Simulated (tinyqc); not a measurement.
Eight-band Kane k.p model: sweeps and comparisons. A value that a table varies takes the place of the one given here.

Eight-band Kane model, basis S, X, Y, Z times spin, zero of energy at the top of the unstrained valence band, c = hbar^2/2m0. Within each spin: H_SS = Eg + A c k^2, H_SX = i P kx (likewise Y, Z), H_XX = -Dso/3 + L kx^2 + M (ky^2 + kz^2), H_XY = N kx ky, and cyclic. Spin-orbit term (Dso/3) L.sigma on X, Y, Z with (L_k)_ij = -i epsilon_kij: <X+|H|Y+> = -i Dso/3, <X+|H|Z-> = Dso/3, <Y+|H|Z-> = -i Dso/3, <Z+|H|X-> = -Dso/3, <Z+|H|Y-> = i Dso/3, <X-|H|Y-> = i Dso/3, and their conjugates; + and - are the spin along z. Terms from inversion asymmetry are left out, so every level is twofold.

P = sqrt(Ep c); A = 1/me - Ep (Eg + 2 Dso/3)/(Eg (Eg + Dso)) keeps the electron mass; g1' = g1 - Ep/(3 Eg), g2' = g2 - Ep/(6 Eg), g3' = g3 - Ep/(6 Eg) remove the coupling to S that the Luttinger values already hold; L = -c (g1' + 4 g2'), M = -c (g1' - 2 g2'), N = -6 c g3'.

Constants: hbar^2/2m0 = 3.80998211 eV angstrom^2.

Values chosen for the exercise (near those of GaSb; not measured data):
```
symbol  value   unit        meaning
Eg      0.812   eV          gap at Gamma to the s-like level
Dso     0.759   eV          spin-orbit splitting
Ep      26.9    eV          Kane energy
me      0.0387  m0          electron mass at Gamma
g1      13.39               Luttinger gamma1
g2      4.69                gamma2
g3      6                   gamma3
kmax    0.04    1/angstrom  end of the path
```

## Non-parabolicity of the conduction band

Unstrained, along [100], six points up to kmax. Parabolic: E = c k^2/me. Two-band form: E (1 + alpha E) = c k^2/me with alpha = (1 - me)^2/Eg. The column alpha(k) solves that form for alpha with the eight-band energy. Energies from the conduction edge.

Energies:
```
|k| (1/angstrom),parabolic (eV),two-band (eV),eight-band (eV),alpha(k) (1/eV),parabolic / eight-band
0.0067,0.0044,0.0044,0.0044,1.164,1.005
0.0133,0.0175,0.0172,0.0172,1.163,1.020
0.0200,0.0394,0.0378,0.0377,1.163,1.044
0.0267,0.0700,0.0652,0.0651,1.163,1.076
0.0333,0.1094,0.0984,0.0982,1.162,1.114
0.0400,0.1575,0.1364,0.1360,1.161,1.158
```

alpha = 1.138 1/eV

At the last point the parabola lies a factor 1.16 above the eight-band value, and the two-band form 0.3 meV above it. The parabola stays within 5 % up to |k| = 0.0200 1/angstrom of the points listed. alpha(k) goes from 1.164 to 1.161 1/eV, a spread of 0.2 % over this range; the simple rule gives 1.138, 2 % below the first value, as it knows neither Dso nor the remote terms.

## Four, six or eight bands for the holes

Unstrained, along [111]. Six bands: the X, Y, Z block alone with the full g1, g2, g3 in L, M, N. Four bands: the same with Dso sent to infinity. HH, LH and SO name the pairs from the top.

Valence levels (eV):
```
|k| (1/angstrom),HH 4,HH 6,HH 8,LH 4,LH 6,LH 8,SO 6,SO 8
0.0067,-0.0002,-0.0002,-0.0002,-0.0043,-0.0043,-0.0043,-0.7613,-0.7604
0.0133,-0.0009,-0.0009,-0.0009,-0.0172,-0.0170,-0.0167,-0.7682,-0.7645
0.0200,-0.0021,-0.0021,-0.0021,-0.0387,-0.0378,-0.0365,-0.7803,-0.7715
0.0267,-0.0038,-0.0038,-0.0038,-0.0688,-0.0659,-0.0623,-0.7982,-0.7815
0.0333,-0.0059,-0.0059,-0.0059,-0.1075,-0.1003,-0.0927,-0.8229,-0.7948
0.0400,-0.0085,-0.0085,-0.0085,-0.1548,-0.1395,-0.1262,-0.8559,-0.8116
```

At |k| = 0.0400 the heavy holes of the three models span 0.0 meV and the light holes 28.5 meV. The split-off band moves the light hole by +15.3 meV and treating the conduction band exactly moves it by +13.3 meV more; the two matter about equally here, where the four-band light-hole energy is 0.20 times Dso and 0.19 times Eg.

## What each parameter does

Unstrained; levels at |k| = kmax along [100], all derived values formed anew. Each row changes one parameter from the base and keeps the others.

Results:
```
case,conduction (eV),heavy hole (eV),light hole (eV),split-off (eV)
base,0.9480,-0.0244,-0.1166,-0.8088
Eg = 0.7308 eV,0.8662,-0.0244,-0.1161,-0.8031
Dso = 0.6831 eV,0.9478,-0.0244,-0.1160,-0.7350
Ep = 24.21 eV,0.9478,-0.0244,-0.1163,-0.8122
me = 0.0348 m0,0.9635,-0.0244,-0.1148,-0.8084
g1 = 14.729,0.9470,-0.0326,-0.1239,-0.8168
g2 = 5.159,0.9467,-0.0187,-0.1202,-0.8096
g3 = 6.6,0.9480,-0.0244,-0.1166,-0.8088
```

The largest shifts from the base row, up to three for each result and ties (the steps differ in size, so this ranks the rows, not the parameters). conduction (eV): Eg -0.0819, me +0.0155, g2 -0.0013; unchanged at the printed digits by g3. heavy hole (eV): g1 -0.0082, g2 +0.0057; unchanged at the printed digits by Eg, Dso, Ep, me and g3. light hole (eV): g1 -0.0073, g2 -0.0036, me +0.0017; unchanged at the printed digits by g3. split-off (eV): Dso +0.0738, g1 -0.0080, Eg +0.0057; unchanged at the printed digits by g3. Along [100] the heavy hole does not couple to S or to g3, so it follows g1 - 2 g2 alone.

Computed by tinyqc, a small Python program: `OMP_NUM_THREADS=1 python tinyqc.py 1050325 1050326 out.jsonl` (the numbers bound the seed that draws the inputs); one thread of a shared host (Intel(R) Xeon(R) Processor @ 2.30GHz), about 0.01 s for the whole set of steps.
